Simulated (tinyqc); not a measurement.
## Cell and bit-line capacitance from two signals

Problem. In a DRAM a freshly written one gives the bit-line signal (Vd/2) Cs/(Cs + Cb). Find Cs and Cb.

Parameters, values chosen for the exercise: array voltage Vd = 1.3 V.

signal of a fresh one without and with 10 fF added to the bit line (mV): 125.80645  113.59223

Solution. (Vd/2)/signal = 1 + Cb/Cs, and the added capacitance raises it by its ratio to Cs.

Cs = 18.00 fF
Cb = 75.00 fF

Numbers from tinyqc (`OMP_NUM_THREADS=1 python tinyqc.py 2130004 2130005 out.jsonl`; about 0.01 s on one thread of a shared Intel Xeon 2.30GHz).
